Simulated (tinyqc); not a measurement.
Hole doping of the spin-split valence bands: two-band massive Dirac model of the K valleys.

Basis (conduction, valence): H = [[D/2, a t (tau kx - i ky)], [a t (tau kx + i ky), -D/2 + lam tau sz]], valley tau = +/-1, spin sz = +/-1. The gap of a spin and valley is G = D - lam tau sz. Berry curvature Omega = curl of i<u|grad u>; for the conduction band Omega_c = -tau 2 a^2 t^2 G/(G^2 + 4 a^2 t^2 k^2)^(3/2), and Omega_v = -Omega_c.

Values chosen for the exercise (near those used for monolayer MoSe2; the results hold for these values, not for the real material): a = 3.316 angstrom (lattice constant); D = 1.54 eV (gap parameter); t = 1.01 eV (effective hopping); lam = 0.079 eV (half the valence spin splitting).

The Fermi level lies E below the top of the valence band. kF for the upper and lower band of valley +1 from the two-band energy; each flavour holds kF^2/(4 pi) holes per area and both valleys count. Spin polarisation within one valley; Berry flux removed from valley +1, the sum of (1 - cos(theta_F))/2 with cos(theta_F) = G/sqrt(G^2 + 4 a^2 t^2 kF^2), in units of 2 pi.

Holes:
```
E (meV),kF upper (1/angstrom),kF lower,p (1e12/cm^2),spin polarisation in a valley,flux/2 pi
19.8,0.0511,0.0000,4.15,1.000,0.0132
39.5,0.0727,0.0000,8.41,1.000,0.0256
79.0,0.1041,0.0000,17.26,1.000,0.0488
118.5,0.1292,0.0000,26.56,1.000,0.0698
150.1,0.1468,0.0000,34.31,1.000,0.0852
173.8,0.1592,0.0480,43.98,0.833,0.1057
316.0,0.2237,0.1582,119.51,0.333,0.2326
```

Give the missing row, E (meV) = 237.0.

Computed row:
```
E (meV)  kF upper (1/angstrom)  kF lower  p (1e12/cm^2)  spin polarisation in a valley  flux/2 pi
237.0                   0.1894    0.1094          76.13                          0.500     0.1669
```

Up to E = 2 lam = 158 meV, a density of 36.3e12/cm^2, only the upper band of this model is emptied and each valley is fully spin-polarised, oppositely in the two. Beyond it the polarisation falls, to 0.33 in the last row. The flux, times e^2/h, is in size the change of the Hall conductivity of one valley; the other valley cancels it in the charge current. Rows with kF above about 0.2 1/angstrom lie beyond the range of the model, and in real layers the valley at Gamma, close below in MoS2 and WS2, can take holes as well.

Program tinyqc; command `OMP_NUM_THREADS=1 python tinyqc.py 1450239 1450240 out.jsonl`; about 0.01 s on one thread of a shared Intel(R) Xeon(R) Processor @ 2.30GHz.
